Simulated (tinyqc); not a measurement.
## Diameter from the threshold shift

Problem. Undoped body with a flat potential across it, hard walls, transport along x. Three valley pairs (g = 2 each) with the longitudinal mass along x, y or z. Non-parabolicity enters the subband edges through E (1 + al E) = gamma, so E = 2 gamma/(1 + sqrt(1 + 4 al gamma)); motion within a subband is taken as parabolic with the band-edge mass. Energies are counted from the bulk band edge. gamma = C (2 z/(t + dl))^2 (1/my + 1/mz)/2, z the zeros of the Bessel functions J_l (2.404826, 3.831706, 5.135622, 5.520078, ...), twofold for l > 0; the mean inverse mass is an approximation for anisotropic valleys, C = hbar^2/(2 m0). Each subband has N_k = g sqrt(2 mx m0 kB T/(pi hbar^2)); without degeneracy n = exp(EF/Vt) sum N_k exp(-E_k/Vt). Classical value Nc times pi t^2/4, Nc = sum over valleys of 2 g (m m0 kB T/(2 pi hbar^2))^1.5 with m = (mx my mz)^(1/3). Threshold shift dVT = Vt ln(classical value/sum N_k exp(-E_k/Vt)). Find t and the lowest subband edge.

Parameters, values chosen for the exercise; masses close to those of silicon:

| symbol | value | unit | meaning |
|---|---|---|---|
| T | 200 | K | temperature |
| ml | 0.923 | m0 | longitudinal mass |
| mt | 0.187 | m0 | transverse mass |
| al | 0 | 1/eV | non-parabolicity |
| dl | 0.3 | nm | widening of the box by penetration into the insulator |

Constants: q = 1.602176634e-19 C, kB = 1.380649e-23 J/K, hbar = 1.054571817e-34 J s, m0 = 9.1093837015e-31 kg, Vt = kB T/q, hbar^2/(2 m0) = 0.0380998212 eV nm^2. Results are converted to the units shown.

dVT = 57.300469 mV

Answer. dVT is evaluated for trial values of t with all subbands; between 1.5 and 25 nm one value matches.

t = 6.30 nm
E_1 = 65.1 meV

Program tinyqc, `OMP_NUM_THREADS=1 python tinyqc.py 2350072 2350073 out.jsonl`; Intel Xeon 2.30GHz, shared host, one thread, about 0.2 s.
